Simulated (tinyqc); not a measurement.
Length of a molecular wire: coherent transport through a tight-binding bridge. Computed by the program tinyqc. T = Gamma_L Gamma_R |G_1n|^2 with the self-energies of semi-infinite chains.

A uniform bridge between two chains:
```
parameter,value
site energy (eV),0.180000
hopping in the bridge (eV),0.680000
lead hopping (eV),1.610000
couplings (eV),"1.03, 1.11"
E (eV),-0.490000
```

Transmission against length:
```
sites,T,ln T
2,8.7989e-01,-0.1280
3,9.9885e-01,-0.0011
4,8.9780e-01,-0.1078
5,8.8244e-01,-0.1251
6,9.9942e-01,-0.0006
7,8.9469e-01,-0.1113
8,8.8511e-01,-0.1220
9,9.9977e-01,-2.28e-04
10,8.9168e-01,-0.1147
```

What does the comparison show, and why?

E lies inside the band of the bridge (|E - e|/2h = 0.493 < 1): T does not decay but oscillates with length, between 0.880 and 1.000 here, as levels of the bridge pass E.
